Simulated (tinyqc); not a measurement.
# p-n diode, drift-diffusion by the Gummel loop with Scharfetter-Gummel fluxes: effects of single changes

Abrupt junction at x = 0, p side from -Lp, n side to Ln, ohmic contacts. psi is counted from the intrinsic level; n = ni exp((psi - phin)/Vt), p = ni exp((phip - psi)/Vt). Contacts: p side psi = V - Vt ln(Na/ni), p = Na, n = ni^2/Na; n side psi = Vt ln(Nd/ni), n = Nd, p = ni^2/Nd. Constant mobilities, D = mu Vt, Boltzmann statistics, SRH recombination through a mid-gap level, U = (n p - ni^2)/(tp (n + ni) + tn (p + ni)). Current is positive from the p contact to the n contact.

Parameters, values chosen for the exercise; band and dielectric values close to those of silicon: temperature T = 275 K; band gap Eg = 1.14 eV; relative permittivity eps_r = 11.8; conduction-band density of states at T Nc = 2.48e19 cm^-3; valence-band density of states at T Nv = 2.34e19 cm^-3; acceptor density of the p side Na = 7.1e17 cm^-3; donor density of the n side Nd = 7.5e16 cm^-3; electron mobility mun = 460 cm^2/(V s); hole mobility mup = 250 cm^2/(V s); SRH lifetime of electrons tn = 2e-9 s; SRH lifetime of holes tp = 3e-10 s; length of the p side Lp = 2 um; length of the n side Ln = 6 um; uniform generation rate G = 0 cm^-3 s^-1.

Constants: q = 1.602176634e-19 C, kB = 1.380649e-23 J/K, Vt = kB T/q, eps0 = 8.8541878128e-14 F/cm where lengths are in cm. Results are converted to the units shown.

Each table varies one quantity; the others keep the values above.

## Current against voltage in the dark

ni = sqrt(Nc Nv) exp(-Eg/(2 Vt)), Eg in volts. Poisson and both continuity equations are solved self-consistently with Scharfetter-Gummel fluxes on a graded mesh of 500 nodes. J_scr is q times the integral of U between -xp and xn. Ideal diffusion current J_id = q ni^2 [Dn coth(wp/Le)/(Le Na) + Dp coth(wn/Lh)/(Lh Nd)] (exp(V/Vt) - 1), Le = sqrt(Dn tn), Lh = sqrt(Dp tp), wp = Lp - xp, wn = Ln - xn, with xp and xn from the depletion approximation (W = sqrt(2 eps0 eps_r (Vbi - V)(1/Na + 1/Nd)/q), xp = W Nd/(Na + Nd), xn = W Na/(Na + Nd), Vbi = Vt ln(Na Nd/ni^2)). Ideality factor = 0.004 V/(Vt ln[J(V + 0.004 V)/J(V)]). Here G = 0.

In this table G = 0 cm^-3 s^-1.

Current against voltage in the dark:

| V (V) | J (A/cm^2) | ideality factor | J_scr/J (%) | J_id (A/cm^2) | share recombining at the contacts (%) | larger minority/doping at -xp and xn |
|---|---|---|---|---|---|---|
| 0.18 | 3.53e-6 | 1.88 | 100 | 4.72e-10 | 3.89e-4 | 4.14e-13 |
| 0.26 | 2.09e-5 | 1.90 | 99.9 | 1.38e-8 | 0.00192 | 1.20e-11 |
| 0.34 | 1.24e-4 | 1.88 | 99.7 | 4.04e-7 | 0.00944 | 3.49e-10 |
| 0.42 | 7.61e-4 | 1.84 | 98.4 | 1.18e-5 | 0.0452 | 1.01e-8 |
| 0.5 | 0.00502 | 1.72 | 93.1 | 3.46e-4 | 0.200 | 2.91e-7 |
| 0.58 | 0.0409 | 1.47 | 75.3 | 0.0101 | 0.717 | 8.34e-6 |
| 0.65 | 0.365 | 1.23 | 47.1 | 0.194 | 1.54 | 1.56e-4 |
| 0.73 | 6.68 | 1.13 | 19.0 | 5.67 | 2.39 | 0.00420 |
| 0.81 | 97.9 | 1.62 | 5.58 | 166 | 3.20 | 0.0718 |

J rises from 3.53e-6 to 97.9 A/cm^2; the ideality factor moves up and down between 1.13 and 1.90. Recombination in the depleted layer carries over half of the current up to V = 0.58 V, where the factor is 1.47; it grows roughly as exp(V/2 Vt), so diffusion overtakes it. Where the factor is lowest (V = 0.73 V), J is 18 % above the ideal diffusion current.

## Effect of the donor density of the n side at fixed bias

Same model as above.

In this table V = 0.6 V.

Effect of the donor density of the n side at fixed bias:

| Nd (cm^-3) | J (A/cm^2) | ideality factor | J_scr/J (%) | J_id (A/cm^2) | share recombining at the contacts (%) | larger minority/doping at -xp and xn |
|---|---|---|---|---|---|---|
| 7.5e16 | 0.0735 | 1.40 | 68.0 | 0.0235 | 0.928 | 1.93e-5 |
| 1.5e17 | 0.0445 | 1.45 | 72.0 | 0.0125 | 1.54 | 4.95e-6 |
| 2.9e17 | 0.0284 | 1.49 | 74.9 | 0.00713 | 2.41 | 1.35e-6 |
| 5.8e17 | 0.0185 | 1.52 | 76.8 | 0.00427 | 3.73 | 3.46e-7 |
| 1.1e18 | 0.0140 | 1.56 | 79.2 | 0.00292 | 4.91 | 2.32e-7 |
| 2.2e18 | 0.0128 | 1.62 | 83.1 | 0.00216 | 5.39 | 2.29e-7 |

As Nd rises from 7.5e16 to 2.2e18, J falls from 0.0735 to 0.0128 A/cm^2, the share of the depleted layer rises from 68.0 to 83.1 % and the share lost at the contacts rises from 0.928 to 5.39 %. The exponent d ln J/d ln Nd is -0.72 between the first two rows and -0.13 between the last two. J less J_scr is 0.11 % above J_id in the last row.

tinyqc, about 0.2 s, one thread, Intel Xeon 2.30GHz (shared host): `OMP_NUM_THREADS=1 python tinyqc.py 2240136 2240137 out.jsonl`
